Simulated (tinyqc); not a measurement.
Worked calculation: coherent transport through a tight-binding region between two chains. One step of it, computed by the program tinyqc.

Problem. Transmission at E = -0.34 eV. Surface Green function g = (E - i sqrt(4 t^2 - E^2)) / (2 t^2); self-energy tc^2 g on each contact site; G = (E - H - Sigma)^(-1); Gamma = -2 Im Sigma; T = Gamma_L Gamma_R |G_LR|^2; local density of states -Im G_ii / pi.

H of the central region (eV), lower triangle:
```
,1,2,3,4
1,0.000000
2,-0.890000,0.000000
3,0.000000,-0.970000,0.000000
4,0.000000,0.000000,-0.890000,0.000000
```

Leads: semi-infinite chains with site energy 0:
```
parameter,value
lead hopping t (eV),2.290000
coupling to the left lead (eV),0.500000
coupling to the right lead (eV),0.980000
left contact site,1
right contact site,4
```

E = -0.340000 eV

Give: g; G; local density of states; transmission.

Solution.

g = -0.032-0.435i 1/eV

G (1/eV), lower triangle:
```
,1,2,3,4
1,0.468-1.173i
2,1.155-0.495i,0.370-0.326i
3,-0.025+0.903i,0.101+0.340i,0.058-0.709i
4,-1.268+0.884i,-0.365+0.485i,1.036-0.641i,0.793-0.773i
```

local density of states (1/eV): 0.373  0.104  0.226  0.246

transmission = 0.435
